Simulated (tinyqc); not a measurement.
Thermal boundary conductance by the acoustic and diffuse mismatch models: one step, computed by the program tinyqc.

Each side has one longitudinal and two transverse Debye branches, omega = v q up to q_D = (6 pi^2 n)^(1/3), with n counting all atoms. Scattering at the interface is elastic. Electrons are left out of G, also for metals. Melting is ignored. G refers to the temperatures of the phonons sent towards the interface. Linear branches over all atoms overstate G at high T, most for crystals with several atoms a cell.

Task: Boundary conductance. G = (k_B^4 T^3/(8 pi^2 hbar^3)) int W(x) x^4 e^x/(e^x - 1)^2 dx, x = hbar omega/(k_B T). Acoustic mismatch: W = sum over the three branches of alpha(1 to 2)/v_1^2, each up to the lower of its two cut-offs. Diffuse mismatch: W = S_1 S_2/(S_1 + S_2), where S_i sums 1/v^2 over the branches of side i still below their cut-off. Radiation limit: W = min(S_1, S_2). The integral is split at the four cut-offs (64 Gauss-Legendre points a piece, x at most 45). Boundary resistance R = 1/G and Kapitza length kappa_2/G use the diffuse value.

Inputs (values chosen for the exercise, modelled on silicon (side 1) and aluminium nitride (side 2)): conductivity kappa_2 = 307 W/(m K); temperature T = 300 K.

Structure: film on a substrate.

Branches:
```
branch     v (m/s)  cut-off (K)  Z (1e6 kg/(m^2 s))
L, side 1     8740      949.584             20.6264
T, side 1     5190      563.883             12.2484
L, side 2    10900     1489.516             35.4250
T, side 2     6330      865.013             20.5725
```

Transmission:
```
branch  t at normal incidence  largest angle from side 1 (deg)  alpha, 1 to 2  alpha, 2 to 1
L                   0.9302943                         53.30568      0.5402861      0.8403378
T                   0.9356759                         55.07531      0.6434013      0.9570941
```

Constants: k_B = 1.380649e-23 J/K; hbar = 1.054571817e-34 J s.

Give: G, acoustic mismatch; G, diffuse mismatch; G, radiation limit; boundary resistance R; Kapitza length in side 2.

Result:

G, acoustic mismatch = 1448.2 MW/(m^2 K)

G, diffuse mismatch = 1166.4 MW/(m^2 K)

G, radiation limit = 1763.6 MW/(m^2 K)

boundary resistance R = 0.85734 m^2 K/GW

Kapitza length in side 2 = 263.20 nm

The diffuse value is 0.81 times the acoustic one and 66 % of the radiation limit. Diffuse scattering lowers G here: it sends back a share of the phonons that specular transmission lets pass. Caution: at this temperature short waves carry the heat; linear branches up to q_D overstate their velocity, and inelastic processes, left out here, grow with T.
